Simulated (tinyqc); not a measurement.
# Changing the ion energy E

Model: implant damage, amorphisation by cascade overlap, and solid-phase epitaxial regrowth. Computed by tinyqc, a small Python program. Command: `OMP_NUM_THREADS=1 python tinyqc.py 3112849 3112850 out.jsonl sper sweep`. One thread of a shared host (Intel(R) Xeon(R) Processor @ 2.30GHz), about 0.01 s of CPU time with the checks.

Range and width of the damage are inputs. Dynamic annealing enters only through the surviving share f.

Inputs (values chosen for the exercise, modelled on phosphorus ions in silicon):

| quantity | value | unit |
|---|---|---|
| ion Z1 | 15 | - |
| ion mass M1 | 31 | u |
| target Z2 | 14 | - |
| target mass M2 | 28.09 | u |
| displacement energy E_d | 17 | eV |

Constants: a_0 = 0.529177210903 angstrom; e^2/(4 pi eps_0) = 14.39964548 eV angstrom.

Method. Robinson partition: eps = E a M2/(Z1 Z2 (e^2/(4 pi eps_0)) (M1 + M2)), a = 0.8853 a_0/sqrt(Z1^(2/3) + Z2^(2/3)); k = 0.0793 Z1^(2/3) Z2^(1/2) (M1 + M2)^(3/2)/((Z1^(2/3) + Z2^(2/3))^(3/4) M1^(3/2) M2^(1/2)); damage energy T_d = E/(1 + k (eps + 0.40244 eps^(3/4) + 3.4008 eps^(1/6))); displacements nu = 0.8 T_d/(2 E_d).

One run for each value:

| ion energy E (keV) | T_d/E | displacements per ion nu | reduced energy eps |
|---|---|---|---|
| 1.0 | 0.7957 | 19 | 0.021 |
| 2.0 | 0.7736 | 36 | 0.043 |
| 4.2 | 0.7462 | 74 | 0.090 |
| 8.5 | 0.7147 | 143 | 0.182 |
| 17.0 | 0.6761 | 270 | 0.363 |
| 35.0 | 0.6237 | 514 | 0.748 |
| 72.0 | 0.5542 | 939 | 1.538 |
| 150.0 | 0.4628 | 1633 | 3.204 |
| 300.0 | 0.3608 | 2546 | 6.407 |

What does the table show, and why?

Over the rows, T_d/E falls from 0.796 to 0.361 (exponent d ln y / d ln x -0.041 between the first rows and -0.36 between the last); displacements per ion nu rises from 18.7 to 2550 (exponent d ln y / d ln x 0.96 between the first rows and 0.64 between the last); reduced energy eps rises from 0.0214 to 6.41 (exponent d ln y / d ln x about 1.00 throughout). Electronic losses take a growing share as eps rises, so nu grows more slowly than E.
